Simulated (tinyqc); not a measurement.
Changing the anneal time t: interdiffusion of a quantum well during annealing: blurred potential and shift of the confined levels. Computed by tinyqc, a small Python program. Command: `OMP_NUM_THREADS=1 python tinyqc.py 3010932 3010933 out.jsonl qwi sweep`. One thread of a shared host (Intel(R) Xeon(R) Processor @ 2.30GHz), about 0.1 s of CPU time with the checks.

A square well of width w is blurred by Fick diffusion with a constant coefficient; band offsets are linear in composition, masses are uniform, and strain and excitons are ignored.

Inputs (values chosen for the exercise, modelled on SiGe in silicon (holes and electrons as a model)):

| quantity | value | unit |
|---|---|---|
| well width w | 6.7 | nm |
| electron mass m_e | 0.184 | m_0 |
| hole mass m_h | 0.267 | m_0 |
| conduction offset V_c | 0.035 | eV |
| valence offset V_v | 0.2 | eV |
| prefactor D0 | 4.1 | cm^2/s |
| activation energy E | 3.96 | eV |
| anneal temperature T | 950 | C |

Constants: k_B = 8.617333262e-05 eV/K; hbar^2/(2 m_0) = 3.80998212 eV angstrom^2.

Method:
- D = D0 exp(-E/(k_B T)); L = sqrt(D t); share of well material at the centre erf(w/(4L)); 1 nm = 1e-7 cm.
- Temperatures in kelvin are T(C) + 273.15.
- With L = sqrt(D t) and the share at the centre erf(w/(4L)). After the anneal: V(z) = V {1 - (1/2)[erf((w/2 - z)/(2L)) + erf((w/2 + z)/(2L))]}, energies counted from the original well bottom. Finite differences on 3000 points over |z| < w/2 + 6L + 25 nm; shifts are taken against the same grid with cell-averaged square steps.
- Rise of the bottom = V (1 - share at the centre). Overlap = |<electron|hole>|^2.

One run for each value:

| anneal time t (s) | blue shift of the transition (meV) | diffusion length L (nm) | rise of the gap at the centre (meV) | overlap |
|---|---|---|---|---|
| 1.8 | 0.768 | 0.1887 | 0 | 0.8620 |
| 4.3 | 1.764 | 0.2917 | 0 | 0.8577 |
| 10 | 3.933 | 0.4448 | 2.3617e-05 | 0.8494 |
| 24 | 9.107 | 0.6890 | 1.3782e-01 | 0.8349 |
| 55 | 20.390 | 1.0431 | 5.4405e+00 | 0.8186 |
| 130 | 43.810 | 1.6037 | 3.2817e+01 | 0.8115 |
| 710 | 109.551 | 3.7478 | 1.2393e+02 | 0.8279 |
| 1600 | 135.744 | 5.6261 | 1.5833e+02 | 0.8376 |

Give the missing row, anneal time t (s) = 300.

Computed row; columns: (1) anneal time t (s); (2) blue shift of the transition (meV); (3) diffusion length L (nm); (4) rise of the gap at the centre (meV); (5) overlap:
```
(1)     (2)     (3)         (4)     (5)
300  76.019  2.4362  7.7755e+01  0.8172
```

Interpolating between the two neighbouring rows (the first column on a logarithmic scale, the others too where they are positive) misses most in rise of the gap at the centre (meV), by 19 %. Over the rows, blue shift of the transition (meV) rises from 0.768 to 136 (exponent d ln y / d ln x 0.95 between the first rows and 0.26 between the last); diffusion length L (nm) rises from 0.189 to 5.63 (exponent d ln y / d ln x about 0.50 throughout); rise of the gap at the centre (meV) rises from 0 to 158, flat over part of the range. At the low end the exponent of blue shift of the transition is 0.95, close to 1: first order in L^2 = D t.
